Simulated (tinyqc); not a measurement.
# Grain-boundary trapping model (Seto) of a polycrystalline semiconductor film, step by step

A worked calculation. Computed by tinyqc, a small Python program that keeps every step. Command: `OMP_NUM_THREADS=1 python tinyqc.py 3021712 3021713 out.jsonl poly walk`. One thread of a shared host (Intel(R) Xeon(R) Processor @ 2.30GHz), about 0.01 s of CPU time with the checks. Intermediate numbers are printed to about 6 digits and carried at full precision; extremes and crossings named in words are read from the listed rows.

Grains of equal size L are joined by thin boundaries with one trap level. Trapped carriers deplete a width W on each side and raise a barrier, crossed by thermionic emission. Dopants are fully ionised, statistics are non-degenerate and mu_g does not depend on T.

Inputs (values chosen for the exercise, modelled on polycrystalline SiGe): permittivity eps = 13.5; effective mass m = 0.29 m_0; effective density of states at 300 K, N_c = 1.4e+19 1/cm^3; grain size L = 30 nm; trap density Q_t = 2e+12 1/cm^2; trap level E_t below the band edge = 0.44 eV; doping N = 3.3e+18 1/cm^3; mobility inside the grains mu_g = 210 cm^2/(V s); temperature T = 300 K.

Grain interior: resistance included.

Constants: e = 1.602176634e-19 C; eps_0 = 8.8541878128e-12 F/m; k_B = 8.617333262e-05 eV/K; m_0 = 9.1093837015e-31 kg; k_B = 1.380649e-23 J/K.

## Critical doping

If all traps fill, the grain is just depleted at N* = Q_t/L, with the barrier e Q_t L/(8 eps eps_0).

N* = 6.66667e+17 1/cm^3

barrier at N* with all traps filled = 0.100528 V

The traps stay filled only while e V_B is below E_t - k_B T ln(N_c(T)/N*) = 0.361 eV. The barrier above stays below that, so nearly all traps can fill.

## Barrier

N_c(T) = N_c (T/300 K)^(3/2). Filled traps Q = Q_t/(1 + (1/2) exp((E_t* - E_F)/k_B T)), where E_t* = e V_B - E_t and E_F are counted from the band edge at the grain centre. Partial depletion: Q = 2 N W, V_B = e N W^2/(2 eps eps_0), E_F = k_B T ln(N/N_c); solve for W. If that W would exceed L/2 the grain is fully depleted: W = L/2, Q = N L, and E_F follows from the trap equation. Centre density n_0 = N_c exp(E_F/k_B T).

depletion width W = 3.03030 nm

barrier V_B = 0.0203088 V

E_F = -0.0373596 eV

centre density n_0 = 3.30e+18 1/cm^3

The grain is partly depleted; 100.0 % of the traps are filled, and they hold 20.2 % of the carriers. Caution: E_F is within 2 k_B T of the band edge, so non-degenerate statistics fail, and tunnelling through so thin a barrier adds to the current. Caution: e V_B is below 2 k_B T, where the depletion approximation fails and the mean density does not balance the trapped charge.

## Resistivity and effective mobility

Boundary: sigma_b = L e^2 n_0 exp(-e V_B/k_B T)/sqrt(2 pi m k_B T); drift through the grain, depleted parts included: rho_g = [(1 - 2W/L) + (2W/L) int_0^1 exp(y^2 s^2) ds]/(e n_0 mu_g); rho = 1/sigma_b + rho_g. Mean carrier density n_av = n_0 [(1 - 2W/L) + (2W/L) (sqrt(pi)/2) erf(y)/y], y = sqrt(e V_B/k_B T); effective mobility 1/(e n_av rho).

boundary resistivity = 0.00715735 ohm cm

drift resistivity rho_g = 0.00961992 ohm cm

resistivity rho = 0.0167773 ohm cm

mean carrier density = 3.15991e+18 1/cm^3

effective mobility = 117.732 cm^2/(V s)

A single crystal with the same N and mu_g would have 0.00901 ohm cm, a factor 1.86 lower.

## Activation energy

E_a = d ln(rho)/d(1/k_B T) from T - 5 K and T + 5 K; temperature coefficient d ln(rho)/dT.

activation energy E_a = 0.00435169 eV

temperature coefficient = -0.0561259 %/K

With a fixed barrier the boundary term gives E_a = e V_B - k_B T/2 = 0.0074 eV, the second term coming from the thermal velocity in the prefactor; the drift resistivity, which hardly depends on T, dilutes it.

## Against the doping

The formulas are those given above.

The same film:
```
N (1/cm^3)   W (nm)    V_B (V)  mean density (1/cm^3)  mobility (cm^2/(V s))  rho (ohm cm)
2.00e+16    15.0000  0.0030159            9.50188e+09                150.753   4.35726e+06
6.70e+16    15.0000  0.0101031            4.14582e+10                141.238   1.06593e+06
1.70e+17    15.0000  0.0256348            1.96154e+11                115.285   2.76005e+05
3.30e+17    15.0000  0.0497616            1.15845e+12                 72.750   7.40595e+04
5.30e+17    15.0000  0.0799201            1.20632e+13                 33.914   1.52565e+04
8.00e+17    12.4999  0.0837722            4.57967e+17                 27.131   5.02338e-01
1.30e+18     7.6923  0.0515529            1.03255e+18                 60.681   9.96159e-02
2.70e+18     3.7037  0.0248218            2.53630e+18                108.817   2.26148e-02
6.70e+18     1.4925  0.0100028            6.62314e+18                137.243   6.86648e-03
2.70e+19     0.3704  0.0024822            2.69793e+19                150.160   1.54065e-03
```

The barrier peaks among these rows at N = 8.0e17 (0.084 V) and the mobility has its minimum at 8.0e17; N* is 6.7e17. While the grain is fully depleted (W = L/2) V_B grows as N; once all traps are filled it falls as 1/N (last exponent -1.00). Partly depleted rows (W < L/2) with e V_B below 2 k_B T stretch the depletion approximation. Where N approaches N_c the non-degenerate statistics fail. rho drops most steeply, as N^-25.1, between 5.3e17 and 8.0e17.

Checks made by the program: charge in the traps against the depleted charge (relative difference below 1e-10).
